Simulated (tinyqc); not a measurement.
CCSD on RHF in the 3-21g basis, for H2, spin multiplicity 1, step by step. One step of it, computed by the program tinyqc.

Task: CCSD: starting amplitudes. t_ij^ab = <ij||ab> / (e_i + e_j - e_a - e_b), whose energy is MP2.

orbital energies (hartree): MO1 -0.498695, MO2 0.157852, MO3 1.124954, MO4 1.242270

Two-electron integrals over orbitals (pq|rs), unique and non-zero (hartree):
```
p,q,r,s,(pq|rs)
1,1,1,1,0.549393
2,1,2,1,0.123536
2,2,1,1,0.456779
2,2,2,2,0.426541
3,1,1,1,0.118948
3,1,2,2,0.076416
3,1,3,1,0.088628
3,2,2,1,0.028461
3,2,3,2,0.045526
3,3,1,1,0.516038
3,3,2,2,0.436581
3,3,3,1,0.123911
3,3,3,3,0.514748
4,1,2,1,-0.077497
4,1,3,2,-0.059990
4,1,4,1,0.097505
4,2,1,1,-0.129854
4,2,2,2,-0.079581
4,2,3,1,-0.081709
4,2,3,3,-0.131219
4,2,4,2,0.086165
4,3,2,1,-0.140664
4,3,3,2,-0.061816
4,3,4,1,0.124404
4,3,4,3,0.203003
4,4,1,1,0.551690
4,4,2,2,0.468097
4,4,3,1,0.159136
4,4,3,3,0.553921
4,4,4,2,-0.158516
4,4,4,4,0.614089
```

Give: Starting amplitudes; correlation energy.

Result:

Starting amplitudes (spin orbitals 1a, 1b, ...; amplitudes related by a flip of all spins are not repeated):
```
from,to,t
1a 1b,2a 2b,-0.0941
1a 1b,2a 4b,0.0323
1a 1b,4a 4b,-0.0280
1a 1b,3a 3b,-0.0273
```

correlation energy = -0.021782 hartree
